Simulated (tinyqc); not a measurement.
CMOS inverter, nodal equation and switching: two steps of the calculation.

An n-channel pull-down (bn, VTn) and a p-channel pull-up (bp, VTp) share the input Vin and the output node Vout, which carries the load C. Transistor (EKV form, voltages against the body): I = 2 n b Vt^2 [F(vp - Vs) - F(vp - Vd)] from drain to source, F(v) = ln^2(1 + exp(v/(2 Vt))), vp = (Vg - VT + sg |Vd - Vs|)/n. n-channel bodies are at 0; for the p-channel device all voltages are counted down from Vdd. b in uA/V^2 gives I in uA. Static: In = Ip. Transient: C dVout/dt = Ip - In. No velocity saturation, no gate capacitance beyond C.

Parameters, values chosen for the exercise:
- T = 300 K (temperature)
- Vdd = 0.7 V (supply voltage)
- n = 1.15 (slope factor)
- sg = 0.095 (drain-induced barrier lowering)
- VTn = 0.34 V (n-channel threshold)
- VTp = 0.37 V (p-channel threshold (magnitude))
- bn = 220 uA/V^2 (gain factor of the pull-down transistor)
- bp = 290 uA/V^2 (gain factor of the pull-up transistor)
- C = 2.1 fF (load capacitance)
- Vin = 0.29 V (input voltage)
- dt = 10 ps (time step)

Constants: q = 1.602176634e-19 C, kB = 1.380649e-23 J/K, Vt = kB T/q. Results are converted to the units shown.

Problem 1. Output voltage by Newton steps. f = In - Ip at (Vin, Vout); G = df/dVout by a central difference with +/- 1e-6 V; Vout(new) = Vout - f/G.

Vout after iteration 1 = 0.81260317 V

Give: In; Ip; G; Vout after iteration 2.

Solution 1.

In = 0.3038 uA
Ip = -3.572 uA
G = 54.23 uS
Vout after iteration 2 = 0.7411 V

Problem 2. One time step of the falling output. The input steps to Vdd at t = 0; I = In - Ip. Implicit Euler: V(new) = V - (dt/C) I(V(new)), solved for V(new); 1 ps uA/fF = 1 mV.

Vout after step 1 = 0.62005097 V

Find: I(V); I(V(new)); Vout after step 2.

Solution 2.

I(V) = 16.789 uA
I(V(new)) = 16.207 uA
Vout after step 2 = 0.54287 V

tinyqc, about 0.03 s, one thread, Intel Xeon 2.30GHz (shared host): `OMP_NUM_THREADS=1 python tinyqc.py 2340044 2340045 out.jsonl`
